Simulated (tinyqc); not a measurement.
Comparisons within one model: model-solid line-up of a strained alloy layer on a substrate. A value that a table varies takes the place of the one given here.

All values of the alloy are linear in x but the gap, Eg(x) = (1 - x) Eg_A + x Eg_B - C x (1 - x), and the valence edge, Ev(x) = (1 - x) Ev_A + x Ev_B + fv C x (1 - x); Ec = Ev + Eg. Ev is the top of the unstrained valence band on a scale common to all materials. In the layer only the Gamma valley of the conduction band is followed, also where an X or L valley would lie lower.

Coherent growth on a (001) face: e_par = (a_s - a)/a, e_perp = -2 (C12/C11) e_par; exx = eyy = e_par, ezz = e_perp, no shear.

Strained edges: Ec + ac tr(e); the valence edges are Ev plus the levels of the 6 x 6 matrix of X, Y, Z times spin with -Dso/3 + l exx + m (eyy + ezz) on the diagonal (cyclic), n exy off it, l = av + 2 b, m = av - b, n = sqrt(3) d. Spin-orbit term (Dso/3) L.sigma on X, Y, Z with (L_k)_ij = -i epsilon_kij: <X+|H|Y+> = -i Dso/3, <X+|H|Z-> = Dso/3, <Y+|H|Z-> = -i Dso/3, <Z+|H|X-> = -Dso/3, <Z+|H|Y-> = i Dso/3, <X-|H|Y-> = i Dso/3, and their conjugates; + and - are the spin along z.

dEc = Ec(substrate) - Ec(layer), dEv = Ev(layer) - Ev(substrate); positive values confine the carrier in the layer. Type I: both of one sign; type II: opposite signs; type III: the gaps do not overlap.

Coherent growth: e_par = (a_s - a)/a. (001): e_perp = -2 (C12/C11) e_par; exx = eyy = e_par, ezz = e_perp, no shear. (111): e_perp = -(2 C11 + 4 C12 - 4 C44)/(C11 + 2 C12 + 4 C44) e_par; exx = eyy = ezz = (2 e_par + e_perp)/3 and exy = eyz = ezx = (e_perp - e_par)/3. (110): e_perp = -(C11 + 3 C12 - 2 C44)/(C11 + C12 + 2 C44) e_par; exx = eyy = (e_par + e_perp)/2, ezz = e_par, exy = (e_perp - e_par)/2, eyz = ezx = 0.

Parameters, chosen for this exercise (A near AlAs, B near InAs, substrate near InP; the results hold for these values, not for the real material): a = (5.666, 6.059) angstrom (lattice constant of A, B); Eg = (3.12, 0.421) eV (gap at Gamma to the s-like level of A, B); Dso = (0.278, 0.385) eV (spin-orbit splitting of A, B); Ev = (-1.33, -0.59) eV (top of the unstrained valence band of A, B); ac = (-5.67, -5.08) eV (conduction deformation potential of A, B); av = (2.45, 1.01) eV (valence hydrostatic potential of A, B); b = (-2.29, -1.81) eV (tetragonal shear potential of A, B); d = (-3.43, -3.57) eV (trigonal shear potential of A, B); C11 = (124.7, 82.9) GPa (of A, B); C12 = (52.9, 45.7) GPa (of A, B); C44 = (54.7, 39.3) GPa (of A, B); C = 0.589 eV (bowing of the gap); fv = 0 (share of the bowing taken by the valence edge); a_s = 5.872 angstrom (substrate); Eg_s = 1.427 eV (lowest gap of the substrate); Ev_s = -0.94 eV (substrate valence edge); face = 001 (growth face); x = 0.76 (fraction of B).

## Composition against offsets

Each composition is strained to the same substrate.

Results:
```
x     e_par (%)  relaxed gap (eV)  strained gap (eV)  valence splitting (meV)  dEc (eV)  dEv (eV)  type
0.09       2.99             2.829              2.368                      316    -0.888    -0.054     I
0.22       2.08             2.425              2.127                      206    -0.643    -0.057     I
0.34       1.25             2.070              1.905                      115    -0.431    -0.047     I
0.47       0.36             1.705              1.661                       30    -0.215    -0.020     I
0.60      -0.50             1.359              1.375                       37    -0.014     0.066    II
0.73      -1.36             1.034              1.070                       89     0.173     0.184     I
0.85      -2.13             0.751              0.798                      123     0.332     0.296     I
0.98      -2.96             0.463              0.515                      152     0.492     0.420     I
```

The alloy matches the substrate at x = 0.524, where the top valence edge changes its character and the splitting passes through zero. The strained gap runs from 2.368 to 0.515 eV, against 2.829 to 0.463 eV for the relaxed alloy: strain takes back part of the change that the composition makes. Strains above 2 % can be kept only in layers of a few nanometres. The type changes: I to II between x = 0.47 and 0.60, II to I between x = 0.60 and 0.73. Offsets below about 50 meV are within the spread of parameter sets, so those rows do not settle the type. Where the alloy is indirect its X or L edge, left out, lies lower and sets the real gap and dEc.

## The same layer on three faces

Composition and substrate are kept.

Results:
```
face   e_perp (%)  tr(e) (%)  shift of Ec (meV)  shift of Ev (meV)  valence splitting (meV)  gap (eV)
(001)       1.586     -1.522               79.5               39.8                     98.2    1.0010
(111)       0.879     -2.228              116.4               19.5                     84.2    1.0582
(110)       1.024     -2.083              108.8               23.7                     87.2    1.0464
```

The layer yields most along the normal on (001) and least on (111), so the volume change, and with it the shift of Ec, is largest on (111). The valence splitting, set by b on (001), by d on (111) and by both on (110), is largest on (001). The gaps span 57 meV, from (001) to (111).

## What each parameter does

Strained gap, valence splitting and offsets. Each row changes one parameter from the base and keeps the others.

Results:
```
case                     gap (eV)  splitting (meV)  dEc (eV)  dEv (eV)
base                       1.0010             98.2    0.2138    0.2122
x = 0.78                   0.9554            104.2    0.2407    0.2308
a_s = 5.852 angstrom       1.0095            113.2    0.1967    0.2208
C = 0.689 eV               0.9827             98.2    0.2321    0.2122
fv = 0.2                   1.0010             98.2    0.1923    0.2337
Ev_s = -0.89 eV            1.0010             98.2    0.2638    0.1622
d = (-3.944, -4.105) eV    1.0010             98.2    0.2138    0.2122
Dso = (0.32, 0.443) eV     1.0010            101.3    0.2138    0.2122
av = (2.818, 1.162) eV     1.0041             98.2    0.2138    0.2091
```

The largest shifts from the base row, up to three for each result and ties (the steps differ in size, so this ranks the rows, not the parameters). gap (eV): x -0.0455, C -0.0182, a_s +0.0086; unchanged at the printed digits by fv, Ev_s, d and Dso. splitting (meV): a_s +15.0, x +6.1, Dso +3.1; unchanged at the printed digits by C, fv, Ev_s, d and av. dEc (eV): Ev_s +0.0500, x +0.0269, fv -0.0215; unchanged at the printed digits by d, Dso and av. dEv (eV): Ev_s -0.0500, fv +0.0215, x +0.0186; unchanged at the printed digits by C, d and Dso.

tinyqc: `OMP_NUM_THREADS=1 python tinyqc.py 1081484 1081485 out.jsonl`; about 0.01 s, one thread, shared Intel(R) Xeon(R) Processor @ 2.30GHz.
